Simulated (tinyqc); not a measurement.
Inside a calculation. Model: hole mobility in a silicon inversion layer, empirical terms and Matthiessen rule.

tinyqc, about 0.01 s, one thread, Intel Xeon 2.30GHz (shared host): `OMP_NUM_THREADS=1 python tinyqc.py 2510167 2510168 out.jsonl` Printed values are rounded.

Inversion layer of sheet density Ns on a uniformly doped body, under a high-permittivity gate with an interlayer. The mobility terms are empirical power laws with prefactors chosen for the exercise; adding their inverses (Matthiessen) is itself an approximation.

Parameters, values chosen for the exercise; material values close to those of silicon:
```
symbol    value        unit                                                meaning
T           325           K                                            temperature
Eg         1.12          eV                                               band gap
eps_r      11.6                         relative permittivity of the semiconductor
Nc      3.11e19       cm^-3                 conduction-band density of states at T
Nv      2.99e19       cm^-3                    valence-band density of states at T
Nb       6.1e17       cm^-3                                            body doping
Vsb           0           V                                      reverse body bias
eta      0.3333              weight of the inversion charge in the effective field
Cox        1.82     uF/cm^2                                       gate capacitance
Ap          123  cm^2/(V s)           phonon-limited mobility at 1 MV/cm and 300 K
As          335  cm^2/(V s)                  roughness-limited mobility at 1 MV/cm
gs          1.3                                     exponent of the roughness term
Ac         1700  cm^2/(V s)                                      Coulomb prefactor
Nit        1e11       cm^-2                                charge at the interface
Ar          390  cm^2/(V s)              remote-phonon mobility without interlayer
ti          1.3          nm                                   interlayer thickness
lr          0.7          nm                         decay length of remote phonons
Ns       8.4e11       cm^-2                                      inversion density
WL           20                                                          ratio W/L
Vd         0.02           V                                          drain voltage
I          4.16          uA                                measured linear current
```

Constants: q = 1.602176634e-19 C, kB = 1.380649e-23 J/K, Vt = kB T/q, eps0 = 8.8541878128e-14 F/cm where lengths are in cm. Results are converted to the units shown.

## Depletion charge and effective field

ni = sqrt(Nc Nv) exp(-Eg/(2 Vt)), Eg in volts; Ndep = sqrt(2 eps0 eps_r Nb (2 Vt ln(Nb/ni) + Vsb)/q); E = q (Ndep + eta Ns)/(eps0 eps_r), in MV/cm.

ni = 6.313792e10 cm^-3
Ndep = 2.654382e12 cm^-2
E = 0.4577372 MV/cm

The depletion charge gives 90.5 % of the field.

## Mobility terms and their sum

With t = T/(300 K): muC = Ac (Ns/1e12 cm^-2) t/(Nb/1e17 cm^-3 + Nit/1e11 cm^-2), muP = Ap E^(-1/3) t^(-1.75), muS = As E^(-gs), muR = Ar exp(2 ti/lr)/t; 1/mu is the sum of the inverses.

terms (cm^2/(V s)): Coulomb 217.8873, phonon 138.7393, roughness 925.2172, remote phonon 14770.54
mu = 77.24499 cm^2/(V s)
shares of 1/mu (%): Coulomb 35.45181, phonon 55.67638, roughness 8.348849, remote phonon 0.5229667

The phonon term limits most.

## Iteration 1: inversion density for the measured current

Ns at the start = 4.2e11 cm^-2

I = (W/L) q Ns mu Vd. E = q (Ndep + eta Ns)/(eps0 eps_r) in MV/cm. With t = T/(300 K): muC = Ac (Ns/1e12 cm^-2) t/(Nb/1e17 cm^-3 + Nit/1e11 cm^-2), muP = Ap E^(-1/3) t^(-1.75), muS = As E^(-gs), muR = Ar exp(2 ti/lr)/t; 1/mu is the sum of the inverses. Ns(new) = I/((W/L) q mu Vd).

E = 0.4359005 MV/cm
mu = 57.62920 cm^2/(V s)
Ns after iteration 1 = 1.126368e12 cm^-2

## Iteration 2: inversion density for the measured current

As before.

E = 0.4726262 MV/cm
mu = 84.01793 cm^2/(V s)
Ns after iteration 2 = 7.725934e11 cm^-2

## Course of the iteration: inversion density for the measured current

Stop when Ns changes by less than 1e5 cm^-2, or after 120 iterations.

Course of the iteration:

| iteration | Ns (cm^-2) | \|change\| (cm^-2) |
|---|---|---|
| 1 | 1.126368e12 | 7.06e11 |
| 2 | 7.725934e11 | 3.54e11 |
| 3 | 8.644329e11 | 9.18e10 |
| 4 | 8.326005e11 | 3.18e10 |
| 5 | 8.427752e11 | 1.02e10 |
| 6 | 8.394322e11 | 3.34e9 |
| 7 | 8.405209e11 | 1.09e9 |
| 8 | 8.401653e11 | 3.56e8 |
| 9 | 8.402813e11 | 1.16e8 |
| 10 | 8.402435e11 | 3.79e7 |
| 11 | 8.402558e11 | 1.24e7 |
| 12 | 8.402518e11 | 4.03e6 |
| 13 | 8.402531e11 | 1.32e6 |
| 14 | 8.402527e11 | 4.30e5 |
| 15 | 8.402528e11 | 1.40e5 |
| 16 | 8.402528e11 | 4.58e4 |

Converged in 16 iterations. At the end each change is about 0.33 times the one before, with alternating sign: linear convergence.

## Split C-V extraction

| point | Vg (V) | Cgc (uF/cm^2) | I (uA) |
|---|---|---|---|
| 0 | 0 | 2.772650e-4 | 6.599350e-8 |
| 1 | 0.1 | 0.004312983 | 1.597369e-5 |
| 2 | 0.2 | 0.06499242 | 0.003646154 |
| 3 | 0.3 | 0.6661577 | 0.4234726 |
| 4 | 0.4 | 1.638013 | 4.901042 |
| 5 | 0.5 | 1.807122 | 12.20595 |
| 6 | 0.6 | 1.819168 | 19.33113 |
| 7 | 0.7 | 1.819947 | 25.90224 |
| 8 | 0.8 | 1.819997 | 31.94676 |
| 9 | 0.9 | 1.820000 | 37.52458 |
| 10 | 1 | 1.820000 | 42.69153 |
| 11 | 1.1 | 1.820000 | 47.49543 |
| 12 | 1.2 | 1.820000 | 51.97663 |

Q(Vg) is the trapezoid sum of Cgc from the first point (where Q is taken as 0); mu_eff = I/((W/L) Q Vd); mu_FE = (dI/dVg)/((W/L) Cox Vd) with a backward difference. Listed from point 4 on.

| point | Q (uC/cm^2) | mu_eff (cm^2/(V s)) | mu_FE (cm^2/(V s)) |
|---|---|---|---|
| 4 | 0.1554608 | 78.81473 | 61.50507 |
| 5 | 0.3277176 | 93.11331 | 100.3421 |
| 6 | 0.5090321 | 94.94063 | 97.87339 |
| 7 | 0.6909878 | 93.71454 | 90.26253 |
| 8 | 0.8729850 | 91.48713 | 83.02903 |
| 9 | 1.054985 | 88.92208 | 76.61844 |
| 10 | 1.236985 | 86.28143 | 70.97458 |
| 11 | 1.418985 | 83.67853 | 65.98762 |
| 12 | 1.600985 | 81.16353 | 61.55502 |

At the last point mu_FE is 24 % below mu_eff: where the mobility falls with gate voltage the slope of I understates it.
